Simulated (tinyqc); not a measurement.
Donor near an oxide interface in a gate field (two-state model), step by step. Values are carried at full precision from step to step, so a last printed digit may differ when a step is redone from the rounded ones.

Interface at z = 0 (hard wall), donor at z = d, field F pulling electrons to the interface: potential e F z; 1 kV/cm = 1e-5 eV/angstrom, c = hbar^2/2m0, q = e^2/(4 pi eps0), Q = (eps - eo)/(eps + eo). Donor state: E_D = e F d - ED - q Q/(4 eps d), the last term joining the images of ion and electron. Interface state: z exp(-b z/2) exp(-rho^2/(2 L^2)) with E_z = c b^2/(4 mz) + 3 e F/b + q Q b/(8 eps), minimised over b; in the plane at z = 3/b the ion (distance D = d - 3/b) and its image (D' = d + 3/b) give E_rho = c/(mt L^2) - (q/eps)(sqrt(pi)/L)[erfcx(D/L) + Q erfcx(D'/L)], erfcx(x) = exp(x^2) erfc(x), minimised over L. E_I = E_z + E_rho.

Constants: hbar^2/2m0 = 3.80998211 eV angstrom^2; e^2/(4 pi eps0) = 14.39964547 eV angstrom.

Parameters, chosen for this exercise (near those of a donor in Si below HfO2, static dielectric constants; not measured data): d = 90 angstrom (depth of the donor); ED = 43 meV (bulk binding energy); mz = 0.918 m0 (mass across the interface); mt = 0.19 m0 (mass in the plane); eps = 11.6 (dielectric constant of the semiconductor); eo = 22 (dielectric constant of the oxide); F = 57 kV/cm (field in the semiconductor); aD = 18.5 angstrom (donor radius); v = 0.48 (valley factor).

## The interface state across the interface

Solve c b/(2 mz) - 3 e F/b^2 + q Q/(8 eps) = 0; give Q, b, the three terms of E_z and <z> = 3/b.

Q = -0.3095
b = 0.10214 1/angstrom

kinetic, field and image terms (meV): [10.82, 16.74, -4.91]

<z> = 29.4 angstrom

The image pulls the electron towards the oxide; without it <z> would be 32.0 angstrom. The sign rests on the static constant; with the high-frequency one of such an oxide, about 4, the image would repel.

## Binding in the plane

Give D, D', the best L, both terms and E_rho.

D, D' (angstrom): [60.6, 119.4]

L = 84.2 angstrom

kinetic and Coulomb terms (meV): [2.83, -10.83]

E_rho = -8.00 meV

The bottom of the well lies at -17.3 meV, so the level is 54 % of the way up; L/D = 1.39. Above the critical field the ionised donor would thus still hold its electron as a dot at the interface.

## Where the electron sits

The two states couple by t = t0 exp(-D/aD) with t0 = q/(eps aD) (2 aD/L) sqrt(aD b/2) v, v a valley factor; this form is an estimate. With detuning u = E_D - E_I the splitting is sqrt(u^2 + 4 t^2) and the lower state has weight (1 - u/sqrt(u^2 + 4 t^2))/2 on the donor.

Give E_D, E_I, t, the splitting and the donor weight.

E_D, E_I (meV): [9.37, 14.66]

t = 0.519 meV
splitting = 5.40 meV
donor weight = 0.991

The electron is on the donor; the contact hyperfine coupling scales with the donor weight. With this t, the tunnelling time pi hbar/(2t) at a crossing would be 1.99 ps (hbar = 6.58212e-16 eV s); here the detuning is 10.2 t.

## Critical field

Find F at which E_D = E_I; compare the rule e F d = ED. The crossing width is 4t/(e D), with t and D formed anew at that field.

critical field = 65.9 kV/cm
ED/(e d) = 47.8 kV/cm
width = 3.2 kV/cm

The confinement energy E_z = 25.2 meV raises the field needed and the attraction E_rho = -7.8 meV lowers it; the result is 1.38 times the simple rule.

## Checks

- E_z without images against 1.5 x 6^(2/3)/2 (c (e F)^2/mz)^(1/3), meV: both 27.36.
- E_rho from the radial equation in the full Coulomb well against the Gaussian trial function, meV: -8.1 against -8.0.

Run: tinyqc, `OMP_NUM_THREADS=1 python tinyqc.py 1280653 1280654 out.jsonl`; Intel(R) Xeon(R) Processor @ 2.30GHz, one thread, shared host; about 0.07 s of CPU time with all checks.
